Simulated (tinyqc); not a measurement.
## Area and perimeter leakage from two diodes

Question. A square diode and a finger diode leak I = JA area + JP perimeter. Find JA, JP and the side of the square at which both parts are equal.

areas (um^2): 10000  92000
perimeters (um): 400  18860
leakage currents (pA): 1.19  20.815000

Answer. Two linear equations give JA and JP; for a square of side a, JA a^2 = 4 JP a at a = 4 JP/JA.

JA = 9.300e-9 A/cm^2
JP = 6.500e-12 A/cm
side for equal parts = 27.96 um

Computed by the program tinyqc: `OMP_NUM_THREADS=1 python tinyqc.py 2290077 2290078 out.jsonl`, one thread of a shared Intel Xeon 2.30GHz, about 0.01 s for the whole run.
